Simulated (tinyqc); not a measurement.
What sets the screening length: static screening by free carriers.

kF = (3 pi^2 n/Mv)^(1/3), EF = c kF^2/m with c = hbar^2/2m0, n in 1/angstrom^3 (1e-24 per 1/cm^3), e2 = e^2/(4 pi eps0). Thomas-Fermi: qTF^2 = 6 pi e2 n/(eps EF). Debye: qD^2 = 4 pi e2 n/(eps kB T).

F_j(eta) = (1/Gamma(j + 1)) integral_0^infinity x^j dx/(1 + exp(x - eta)), which tends to exp(eta) for eta << 0.

At finite T: qs^2 = qD^2 F_-1/2(eta)/F_1/2(eta), where n = Mv N F_1/2(eta) and N = 2 (m kB T/(4 pi c))^(3/2) with c = hbar^2/2m0, in 1/angstrom^3; times 1e24 for 1/cm^3.

Constants: hbar^2/2m0 = 3.80998211 eV angstrom^2; e^2/(4 pi eps0) = 14.39964547 eV angstrom; kB = 8.617333262e-05 eV/K.

Inputs chosen for the exercise (near those of Ge; the results hold for these values, not for the real material): n = 1.3e+18 1/cm^3 (carrier density); m = 0.2247 m0 (mass of one isotropic valley); Mv = 4 (valleys); eps = 15.9 (background dielectric constant); T = 300 K.

All results formed anew.

Results for these values:

| case | Debye (angstrom) | Thomas-Fermi (angstrom) | finite T (angstrom) |
|---|---|---|---|
| base | 41.80 | 18.59 | 42.69 |

What happens to each result for m = 0.2921 m0, all else kept?

Answer: Debye does not change at the printed digits; Thomas-Fermi falls from 18.59 to 16.31; finite T falls from 42.69 to 42.40.

The same for each parameter in turn:

| case | Debye (angstrom) | Thomas-Fermi (angstrom) | finite T (angstrom) |
|---|---|---|---|
| base | 41.80 | 18.59 | 42.69 |
| n = 2.6e+18 1/cm^3 | 29.56 | 16.56 | 30.79 |
| m = 0.2921 m0 | 41.80 | 16.31 | 42.40 |
| eps = 19.08 | 45.79 | 20.37 | 46.76 |
| T = 360 K | 45.79 | 18.59 | 46.53 |
| Mv = 5 | 41.80 | 17.26 | 42.51 |

(tinyqc, `OMP_NUM_THREADS=1 python tinyqc.py 1651644 1651645 out.jsonl`, Intel(R) Xeon(R) Processor @ 2.30GHz, 1 thread, shared host, about 0.01 s.)
